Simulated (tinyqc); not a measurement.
Inside a calculation. Model: two-step dopant diffusion (predeposition and drive-in) with a constant diffusivity. Computed by tinyqc, a small Python program that keeps every step. Command: `OMP_NUM_THREADS=1 python tinyqc.py 3005867 3005868 out.jsonl dopdiff walk`. One thread of a shared host (Intel(R) Xeon(R) Processor @ 2.30GHz), about 0.04 s of CPU time with the checks. Intermediate numbers are printed to about 7 digits and carried at full precision; extremes and crossings named in words are read from the listed rows.

Fick diffusion into a half space x > 0 whose background doping C_B is of the opposite type, so that a junction lies where C = C_B.

Inputs (values chosen for the exercise, modelled on phosphorus in silicon): prefactor D0 = 4.56 cm^2/s; activation energy E = 3.67 eV; surface concentration C_s = 6.8e+19 1/cm^3; background doping C_B = 4.9e+15 1/cm^3; predeposition temperature T1 = 950 C; predeposition time t1 = 10 min; drive-in temperature T2 = 1100 C; drive-in time t2 = 60 min; mean mobility in the layer mu = 100 cm^2/(V s).

Furnace ramps of the drive-in: none.

Constants: k_B = 8.617333262e-05 eV/K; e = 1.602176634e-19 C.

## Diffusivities

D = D0 exp(-E/(k_B T)). Temperatures in kelvin are T(C) + 273.15. Times in seconds are 60 times the minutes.

D1 = 3.446388e-15 cm^2/s

D2 = 1.546022e-13 cm^2/s

product D1 t1 = 2.067833e-12 cm^2

## Thermal budget of the drive-in

(Dt)2 = D2 t2, t2 in seconds.

drive-in budget (Dt)2 = 5.565680e-10 cm^2

## Predeposition

C = C_s erfc(x/(2 sqrt(D1 t1))); dose Q = 2 C_s sqrt(D1 t1/pi); the junction solves erfc(z) = C_B/C_s with x_j = 2 z sqrt(D1 t1).

dose Q = 1.103371e+14 1/cm^2

z = 2.806778

junction depth after predeposition = 0.08072271 um

## Drive-in as a Gaussian

With a sealed surface and a thin source, C = Q/sqrt(pi (Dt)2) exp(-x^2/(4 (Dt)2)); x_j = 2 sqrt((Dt)2 ln(C(0)/C_B)); gradient at the junction |dC/dx| = C_B x_j/(2 (Dt)2).

surface concentration C(0) (Gaussian) = 2.638685e+18 1/cm^3

junction depth x_j = 1.183241 um

gradient at the junction = 5.208598e+20 1/cm^4

The drive-in moves the junction from 0.0807 to 1.18 um and lowers the surface value by a factor 25.8. Caution: C_s exceeds the intrinsic carrier density of silicon at the predeposition temperature (2e18 to 1e19 per cm^3), where real diffusivities rise with concentration and profiles turn box-like.

## Sheet resistance

Net dose Q_net = Q erf(x_j/(2 sqrt((Dt)2))) - C_B x_j; R_s = 1/(e mu Q_net), with every dopant ionised and one mobility.

net dose = 1.097143e+14 1/cm^2

sheet resistance R_s (Gaussian) = 568.8877 ohm/square

## Exact junction depth

Exact two-step profile: C = (2 C_s/pi) int_0^alpha exp(-beta (1 + u^2))/(1 + u^2) du with alpha = sqrt(D1 t1/(Dt)2), beta = x^2/(4 (D1 t1 + (Dt)2)). The integral takes 48 Gauss-Legendre points; solve C(x) = C_B.

exact junction depth = 1.184590 um

## Gaussian against the exact two-step profile

Gaussian: C = Q/sqrt(pi (Dt)2) exp(-x^2/(4 (Dt)2)). Depths are fractions of the Gaussian x_j.

Profiles:
```
x/x_j    x (um)  Gaussian (1/cm^3)  exact (1/cm^3)     ratio
0.0    0.000000       2.638685e+18    2.635425e+18  1.001237
0.2    0.236648       2.051823e+18    2.050561e+18  1.000616
0.4    0.473296       9.647104e+17    9.659155e+17  0.998752
0.6    0.709944       2.742576e+17    2.754549e+17  0.995653
0.8    0.946592       4.714385e+16    4.755628e+16  0.991327
1.0    1.183241       4.900000e+15    4.970644e+15  0.985788
1.2    1.419889       3.079441e+14    3.145333e+14  0.979051
```

With D1 t1/(Dt)2 = 0.0037, the Gaussian is 0.12 % high at the surface and 1.4 % low at its own junction; the exact junction lies at 1.185 um, 0.11 % deeper. The dose is the same, but the real source already has a width, which is negligible here.

Checks made by the program: exact profile against the direct convolution of the erfc with the Gaussian kernel (relative difference below 1e-10).
